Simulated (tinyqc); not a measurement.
# MOS structure on a p-type body, non-linear Poisson equation by Newton steps: what changes with what

One dimension, insulator interface at x = 0, acceptor density Na, uniform, net doping C = -(acceptor density). psi is counted from the intrinsic level: n = ni exp((psi - Vb)/Vt), p = ni exp(-psi/Vt); deep in the body psi_b = -Vt ln(Na/ni). The gate acts through Cox = eps0 eox/tox and has the potential psi_G = Vg - (phiM - chi - Vt ln(Nc/ni)). Boltzmann statistics, full ionisation, classical densities, no oxide or interface charge.

Parameters, values chosen for the exercise; band and dielectric values close to those of silicon: temperature T = 250 K; band gap Eg = 1.14 eV; relative permittivity eps_r = 11.7; conduction-band density of states at T Nc = 2.09e19 cm^-3; valence-band density of states at T Nv = 2.01e19 cm^-3; electron affinity chi = 4.08 eV; acceptor density deep in the body Na = 2.8e16 cm^-3; relative permittivity of the gate insulator (close to silicon dioxide) eox = 3.9; insulator thickness tox = 1.7 nm; gate work function phiM = 4.26 eV; electron quasi-Fermi potential against the body Vb = 0 V.

Constants: q = 1.602176634e-19 C, kB = 1.380649e-23 J/K, Vt = kB T/q, eps0 = 8.8541878128e-14 F/cm where lengths are in cm. Results are converted to the units shown.

Each table varies one quantity; the others keep the values above.

## Charge and capacitance against gate voltage

ni = sqrt(Nc Nv) exp(-Eg/(2 Vt)), Eg in volts. The Poisson equation d/dx(eps0 eps_r dpsi/dx) = -q (p - n + C), with eps0 eps_r dpsi/dx = -Cox (psi_G - psi_0) at x = 0, is solved on a mesh of about 600 nodes or more. N_inv is the integral of n less its value deep in the body. C_LF = Cox (1 - dpsi_0/dVg) with all carriers following; C_HF is the same with the electron quasi-Fermi level shifting uniformly so that N_inv stays fixed. The centroid is that of the same excess.

Results:

| Vg (V) | psi_0 - psi_b (V) | N_inv (cm^-2) | C_LF/Cox | C_HF/Cox | centroid (nm) |
|---|---|---|---|---|---|
| -0.16 | 0.622 | 1.62e5 | 0.0297 | 0.0297 | 3.11 |
| -0.02 | 0.758 | 8.03e7 | 0.0272 | 0.0269 | 2.78 |
| 0.13 | 0.900 | 5.17e10 | 0.168 | 0.0248 | 2.48 |
| 0.28 | 0.976 | 9.72e11 | 0.709 | 0.0243 | 1.78 |
| 0.42 | 1.01 | 2.36e12 | 0.838 | 0.0243 | 1.32 |
| 0.71 | 1.04 | 5.62e12 | 0.918 | 0.0244 | 0.881 |

Estimate the missing row, Vg = 0.57 V.

Computed row:

| Vg (V) | psi_0 - psi_b (V) | N_inv (cm^-2) | C_LF/Cox | C_HF/Cox | centroid (nm) |
|---|---|---|---|---|---|
| 0.57 | 1.03 | 4.01e12 | 0.892 | 0.0243 | 1.05 |

With this row back in the table: N_inv goes from 1.62e5 to 5.62e12 cm^-2 and passes 2e11 cm^-2 at Vg = 0.174 V. Below threshold it takes 51.9 mV a decade between Vg = -0.16 and -0.02 V, against Vt ln 10 = 49.6 mV. C_LF/Cox is lowest, 0.0272, at Vg = -0.02 V among the rows listed and ends at 0.918, while C_HF/Cox ends at 0.0244. Between the last two rows q dN_inv/dVg is 0.906 Cox. Where the classical centroid is under about 2 nm, confinement would move the charge away from the interface and raise the threshold. Above about 2e12 cm^-2 degeneracy matters too.

## Effect of the insulator thickness on threshold, swing and body effect

VT is the Vg at which N_inv = 2e11 cm^-2. m = 1/(dpsi_0/dVg) at N_inv = 1e8 cm^-2; the swing is the Vg between N_inv = 1e8 and 1e9 cm^-2; body coefficient [VT(Vb + 0.05 V) - VT(Vb)]/0.05 V - 1.

Effect of the insulator thickness on threshold, swing and body effect:

| tox (nm) | VT (V) | psi_0 - psi_b at VT (V) | m - 1 | swing (mV/decade) | body coefficient |
|---|---|---|---|---|---|
| 0.42 | 0.129 | 0.932 | 0.00690 | 50.7 | 0.0164 |
| 0.62 | 0.136 | 0.932 | 0.0102 | 50.9 | 0.0193 |
| 0.92 | 0.146 | 0.932 | 0.0151 | 51.1 | 0.0238 |
| 1.3 | 0.160 | 0.932 | 0.0214 | 51.5 | 0.0293 |
| 2 | 0.185 | 0.932 | 0.0329 | 52.0 | 0.0396 |
| 2.9 | 0.217 | 0.932 | 0.0476 | 52.8 | 0.0528 |
| 4.2 | 0.264 | 0.932 | 0.0690 | 53.9 | 0.0719 |

As tox goes from 0.42 to 4.2, VT rises from 0.129 to 0.264 V, the swing rises from 50.7 to 53.9 mV/decade and the body coefficient rises from 0.0164 to 0.0719. The swing stays within 1.6 % of m Vt ln 10, and the body coefficient within 0.0095 of m - 1.

tinyqc, about 0.3 s, one thread, Intel Xeon 2.30GHz (shared host): `OMP_NUM_THREADS=1 python tinyqc.py 2080136 2080137 out.jsonl`
